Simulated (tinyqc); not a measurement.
Length of a polyene: Hueckel, PPP and singles CI along the polyenes. Computed by the program tinyqc. 

All-trans chains of carbon centres 1.40 angstrom apart:

| parameter | value |
|---|---|
| beta (eV), times 1 +/- alternation | -2.500000 |
| alternation | 0.050000 |
| W (eV) | 11.160000 |
| gamma_rr (eV) | 10.520000 |
| repulsion formula | Ohno |

Hueckel uses the same beta without repulsion; CIS keeps all single excitations and so misses the low, doubly excited 2Ag state. W is the valence ionisation energy of a centre, MN the Mataga-Nishimoto formula, f the oscillator strength.

Gaps and excitations (eV):

| centres | Hueckel gap | PPP orbital gap | bright singlet (CIS) | f | lowest triplet (CIS) |
|---|---|---|---|---|---|
| 2 | 5.250 | 12.605 | 6.833 | 0.586 | 3.667 |
| 4 | 3.387 | 9.928 | 5.307 | 1.101 | 2.549 |
| 6 | 2.538 | 8.571 | 4.420 | 1.550 | 2.015 |
| 8 | 2.058 | 7.760 | 3.850 | 1.951 | 1.724 |
| 10 | 1.750 | 7.229 | 3.457 | 2.312 | 1.550 |
| 12 | 1.537 | 6.859 | 3.174 | 2.644 | 1.437 |

The Hueckel gap tends to 4 x alternation x |beta| = 0.50 eV for long chains. Exchange opens the PPP orbital gap, and the attraction of electron and hole brings the bright state 3.68 eV below it at 12 centres; the triplet lies 1.74 eV lower still.
